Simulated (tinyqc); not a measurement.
# Resistance of a source-drain extension with a graded tip, step by step

Computed by the program tinyqc: `OMP_NUM_THREADS=1 python tinyqc.py 2282155 2282156 out.jsonl`, one thread of a shared Intel Xeon 2.30GHz, about 0.03 s for the whole run. Printed values are rounded.

y runs along the channel, the gate covers y > 0. The doping is N0 for y < y0 and N0 10^(-(y - y0)/la) beyond, uniform over the depth xj. Sheet conductance s(y) = q mu(N) max(N - Nch, 0) xj + (for y > 0) ma Cox Vo, with mu(N) = u0 + (u1 - u0)/(1 + (N/Nr)^au) and Cox = eps0 eox/tox. Current is taken as one-dimensional; depletion of the tip, spreading and the contact are left out. The metallurgical junction lies at yj, where N = Nch.

Parameters, values chosen for the exercise; mobility law close to that of electrons in silicon: relative permittivity of the gate insulator (close to zirconium oxide) eox = 25.4; insulator thickness tox = 4.2 nm; active doping of the extension far from the gate N0 = 8.1e19 cm^-3; lateral abruptness la = 3.4 nm/decade; position under the gate where the fall begins (gate edge at 0) y0 = 1.8 nm; depth of the extension xj = 22 nm; channel doping Nch = 1.9e18 cm^-3; gate overdrive Vo = 0.55 V; mobility of the gate-induced layer ma = 120 cm^2/(V s); mobility at low doping u1 = 1414 cm^2/(V s); mobility at high doping u0 = 68.5 cm^2/(V s); reference doping Nr = 9.2e16 cm^-3; exponent au = 0.711; gate length Lg = 45 nm.

Constants: q = 1.602176634e-19 C, eps0 = 8.8541878128e-14 F/cm where lengths are in cm. Results are converted to the units shown.

## Sheet resistances and junction position

yj = y0 + la log10(N0/Nch); sheet resistance of the full extension 1/[q mu(N0)(N0 - Nch) xj] and of the gate-induced layer 1/(ma Cox Vo); metallurgical length Lg - 2 yj; ye is where the doped and the gate-induced conductances are equal.

yj = 7.341087 nm
sheet resistance of the extension = 452.5319 ohm/square
sheet resistance of the induced layer = 2829.586 ohm/square
metallurgical length = 30.31783 nm
ye = 4.772336 nm
N at ye = 1.082103e19 cm^-3

The gate takes over 2.57 nm before the junction, where N is still 5.70 times the channel doping.

## Resistance of the overlapped part

Midpoint rule on 11 equal steps from 0 to yj: R_ov = sum h/s(y), per width.

```
point     y (nm)    N (cm^-3)  doped conductance (uS)  sheet resistance (ohm/square)
0      0.3336858       8.1e19                2209.789                       390.1377
1       1.001057       8.1e19                2209.789                       390.1377
2       1.668429       8.1e19                2209.789                       390.1377
3       2.335800  5.635036e19                1581.303                       516.8729
4       3.003172  3.586005e19                1048.364                       713.3823
5       3.670543  2.282050e19                698.1145                       951.0015
6       4.337915  1.452244e19                464.1640                       1223.133
7       5.005286  9.241739e18                303.8366                       1521.502
8       5.672658  5.881227e18                189.4883                       1841.971
9       6.340030  3.742676e18                102.9835                       2191.099
10      7.007401  2.381752e18                32.19800                       2593.317
```

R_ov = 8.4908 ohm um

The exact integral is 8.5049 ohm um; the coarse sum is 0.17 % below it.
